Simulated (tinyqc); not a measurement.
# Partial widths from the peak

Problem. A Breit-Wigner resonance has total width G = GL + GR and peak transmission Tp = 4 GL GR/G^2. GL is known to be the larger. Find GL, GR and the lifetime hbar/G.

Constants: q = 1.602176634e-19 C, hbar = 1.054571817e-34 J s. Results are converted to the units shown.

G = 11.147502 meV
Tp = 0.95265333

Solution. GL and GR have the sum G and the product Tp G^2/4, so they are (G/2)(1 +/- sqrt(1 - Tp)).

GL = 6.787 meV
GR = 4.361 meV
lifetime = 59.05 fs

Program tinyqc, `OMP_NUM_THREADS=1 python tinyqc.py 2600047 2600048 out.jsonl`; Intel Xeon 2.30GHz, shared host, one thread, about 0.05 s.
